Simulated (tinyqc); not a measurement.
Carrier lifetime from Shockley-Read-Hall, radiative, Auger and surface recombination: one step, computed by the program tinyqc. Command: `OMP_NUM_THREADS=1 python tinyqc.py 3016155 3016156 out.jsonl lifetime walk`. One thread of a shared host (Intel(R) Xeon(R) Processor @ 2.30GHz), about 0.02 s of CPU time with the checks.

Energies are counted from the top of the valence band. Boltzmann statistics, full ionisation, and equal excess densities of electrons and holes.

Problem. Capture times and SRH densities. v = sqrt(3 k_B T/m) with m_e or m_h; tau_n0 = 1/(sigma_n v_n N_t), tau_p0 = 1/(sigma_p v_p N_t); n1 = N_c exp(-(E_g - E_t)/k_B T), p1 = N_v exp(-E_t/k_B T).

Inputs (values chosen for the exercise, with bands modelled on ZnSe):
```
quantity                          value   unit
gap E_g                            2.73     eV
electron mass m_e                 0.152    m_0
hole mass m_h                     0.739    m_0
temperature T                       300      K
trap level E_t                     1.42     eV
trap density N_t                1.1e+12  cm^-3
electron cross-section sigma_n    4e-14   cm^2
hole cross-section sigma_p      1.8e-15   cm^2
```

Doping: n-type. Surface term: two equal surfaces.

N_c = 1.487090e+18 cm^-3

N_v = 1.594185e+19 cm^-3

Constants: k_B = 1.380649e-23 J/K; m_0 = 9.1093837015e-31 kg; k_B = 8.617333262e-05 eV/K.

Give: v_n; v_p; tau_n0; tau_p0; n1; p1.

Solution.

v_n = 2.996e+07 cm/s

v_p = 1.359e+07 cm/s

tau_n0 = 7.587e-07 s

tau_p0 = 3.717e-05 s

n1 = 1.463e-04 cm^-3

p1 = 2.226e-05 cm^-3
